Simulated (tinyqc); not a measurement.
Anisotropic wet etching of Si(100): plane rates, V-grooves, membranes and undercut: one step, computed by the program tinyqc. Command: `OMP_NUM_THREADS=1 python tinyqc.py 3026960 3026961 out.jsonl wetetch walk`. One thread of a shared host (Intel(R) Xeon(R) Processor @ 2.30GHz), about 0.01 s of CPU time with the checks.

A long slot opens the mask on a (100) wafer. The floor etches at R100; (111) walls stand at theta = arctan(sqrt2) = 54.7356 degrees to the surface and recede at R111 along their normal.

Task: Shape after the time t. A misaligned edge exposes ledges and adds R100 sin(misalignment) to the lateral rate (a simple estimate): u = R111/sin(theta) + R100 sin(misalignment). Top width W = w + 2 u t; floor width b = W - 2 z/tan(theta) = W - sqrt2 z. The floor lasts until b = 0, at t_V = w/(sqrt2 R100 - 2u); depth z = R100 t before t_V and W/sqrt2 after.

Inputs (values chosen for the exercise, close to those used for tetramethylammonium hydroxide solutions): bath temperature T = 85 C; width w (mask opening along <110>, or membrane width in the design step) = 6 um; misalignment of the mask = 0.2 degrees; etch time t = 5.3 min.

R100 = 0.9015188 um/min

R111 = 0.04400621 um/min

Give: lateral rate u; time t_V to close the V; top width W; depth z; floor width b.

Result:

lateral rate u = 0.05704 um/min

time t_V to close the V = 5.169 min

top width W = 6.605 um

depth z = 4.670 um

floor width b = 0 um

The groove has closed to a V and now deepens at sqrt2 u = 0.0807 um/min, 8.9 % of R100.
